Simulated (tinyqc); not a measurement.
# Barrier from its over-barrier resonances

Question. A flat barrier of width d = 1.7 nm between equal leads transmits fully where k d = n pi, that is at E_n = U + C (n pi/d)^2/m, C = hbar^2/(2 m0), whatever the lead mass. Find m and U.

Constants: q = 1.602176634e-19 C, hbar = 1.054571817e-34 J s, m0 = 9.1093837015e-31 kg, hbar^2/(2 m0) = 0.0380998212 eV nm^2. Results are converted to the units shown.

energies of resonances n = 1 and 2 (eV): 1.0646937  2.4587749

Answer. The spacing is 3 C (pi/d)^2/m, which gives m; either energy then gives U.

m = 0.2800 m0
U = 0.6000 eV

Computed by the program tinyqc: `OMP_NUM_THREADS=1 python tinyqc.py 2560026 2560027 out.jsonl`, one thread of a shared Intel Xeon 2.30GHz, about 0.06 s for the whole run.
